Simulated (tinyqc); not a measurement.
# Valley-orbit splitting of a donor ground state, with strain, step by step

A worked calculation. Computed by tinyqc, a small Python program that keeps every step. Command: `OMP_NUM_THREADS=1 python tinyqc.py 3025349 3025350 out.jsonl valleyorbit walk`. One thread of a shared host (Intel(R) Xeon(R) Processor @ 2.30GHz), about 0.01 s of CPU time with the checks. Intermediate numbers are printed to about 7 digits and carried at full precision; extremes and crossings named in words are read from the listed rows.

The basis is the 1s envelope in each valley; energies are counted from the unstrained conduction-band edge. The strain is e_s (a a^T - 1/3) for the unit stress axis a, so valley j along n_j moves by Xi_u e_s w_j with w_j = (n_j.a)^2 - 1/3: +1/3 for [111] and [-1-11], -1/3 for the others.

Inputs (values chosen for the exercise, modelled on donors in germanium): single-valley binding energy E_0 = 9.45 meV; central-cell shift Lambda = 0.39 meV; coupling Delta_1 = 0.97 meV; shear deformation potential Xi_u = 17 eV; shear strain e_s = 3.9e-05; temperature T = 120 K; donor density N_D = 2.9e+14 cm^-3; density-of-states mass of one valley m_e = 0.216 m_0.

Valleys: four along <111>. Stress axis: [110].

Constants: k_B = 8.617333262e-05 eV/K; m_0 = 9.1093837015e-31 kg; k_B = 1.380649e-23 J/K; h = 6.62607015e-34 J s.

## Levels without strain

By symmetry: E(A1) = E_0 + Lambda + 3 Delta_1 (one state), E(T2) = E_0 + Lambda - Delta_1 (three), as binding energies.

E(A1) = 12.75 meV

E(T2) = 8.87 meV

Only A1 has all valley amplitudes in phase, so only it has weight at the nucleus.

## The valley matrix under strain

H_jj = -(E_0 + Lambda) + Xi_u e_s w_j; H_jk = -Delta_1 between any two valleys.

H (meV), rows [111], [1-1-1], [-11-1], [-1-11]:
```
[[-9.619, -0.970, -0.970, -0.970],
 [-0.970, -10.061, -0.970, -0.970],
 [-0.970, -0.970, -10.061, -0.970],
 [-0.970, -0.970, -0.970, -9.619]]
```

## Levels and ground state under strain

Diagonalise H; the ground vector has positive components. The density at the nucleus, and so the contact hyperfine coupling, scales as (sum_j c_j)^2/(number of valleys), which is 1 without strain; the envelopes are held fixed.

levels (meV): [-12.76255, -9.09100, -8.85745, -8.64900]

valley amplitudes of the ground state: [111] 0.4708542, [1-1-1] 0.5275380, [-11-1] 0.5275380, [-1-11] 0.4708542

hyperfine ratio A/A_0 = 0.9967869

The valleys that move down hold 55.7 % of the ground state, against 50.0 % without strain.

## Binding energy under strain

The binding energy is counted from the lowest valley edge, min_j Xi_u e_s w_j; the gap is from the ground state to the next level.

binding energy under strain = 12.54155 meV

gap to the first excited state = 3.671547 meV

## Populations and ionisation

z = sum over levels of exp(-(E - E_ground)/k_B T), the ground-state share being 1/z; N_c = 2 (2 pi m_e k_B T/h^2)^(3/2) sum_j exp(-(shift_j - lowest shift)/k_B T); n1 = N_c/(2 z) exp(-binding/k_B T), binding = lowest shift - E_ground; without compensation n = 2 N_D/(1 + sqrt(1 + 4 N_D/n1)) (Boltzmann statistics; p and higher states left out).

partition sum z = 3.058411

share of neutral donors in the ground state = 0.3269672

N_c = 2.495860e+18 cm^-3

n1 = 1.213312e+17 cm^-3

free electrons n = 2.893101e+14 cm^-3

Caution: k_B T exceeds a third of E_0, so the p and higher states, left out, hold part of the bound electrons.

## Strain dependence

The contact hyperfine ratio is A/A_0 = (sum_j c_j)^2/(number of valleys), c_j the valley amplitudes of the ground state; binding from the lowest valley edge.

Against strain:
```
e_s        Xi_u e_s (w_max - w_min) (meV)  binding (meV)  gap to next level (meV)      A/A_0
-3.10e-04                       -3.513333       11.67048                 2.800484  0.8706321
-1.20e-04                       -1.360000       12.18572                 3.315724  0.9718533
-3.90e-05                       -0.442000       12.54155                 3.671547  0.9967869
-1.20e-05                       -0.136000       12.68319                 3.813191  0.9996931
1.20e-05                         0.136000       12.68319                 3.813191  0.9996931
3.90e-05                         0.442000       12.54155                 3.671547  0.9967869
1.20e-04                         1.360000       12.18572                 3.315724  0.9718533
3.10e-04                         3.513333       11.67048                 2.800484  0.8706321
```

A/A_0 falls for either sign of strain, to 0.871 and 0.871 at the ends; its limits are the shares of the valleys that end up lowest, 2/4 under compression and 2/4 under tension. Near zero strain A/A_0 changes in second order, the binding in first. The binding energy drops from 12.75 meV to 11.67 and 11.67 meV, since fewer valleys share the valley-orbit gain.

## Do the excited 1s states matter for ionisation?

No strain here. The last two columns set z = 1, with the A1 depth, or use one level at E_0 with z equal to the number of valleys.

Ionised share:
```
T (K)         z  all 1s states  ground state alone  no splitting
7.4    1.006833   3.721900e-04        3.734593e-04  2.480216e-03
12.0   1.070403   2.366631e-02        2.447509e-02  5.926236e-02
18.0   1.245906   2.089293e-01        2.300700e-01  3.144806e-01
27.0   1.566091   6.557243e-01        7.285945e-01  7.335579e-01
37.0   1.888435   8.912808e-01        9.364463e-01  9.139775e-01
59.0   2.398594   9.812858e-01        9.920261e-01  9.836149e-01
99.0   2.903718   9.961009e-01        9.986503e-01  9.963500e-01
```

z grows from 1.007 to 2.90 of at most 4. Leaving out the excited states overstates the ionised share by up to 11.1 % (at 27.0 K); ignoring the splitting misses by a factor 6.66 at the lowest T and 1.00 at the highest.

Checks made by the program: symmetry formulas against diagonalisation (relative difference below 1e-10).
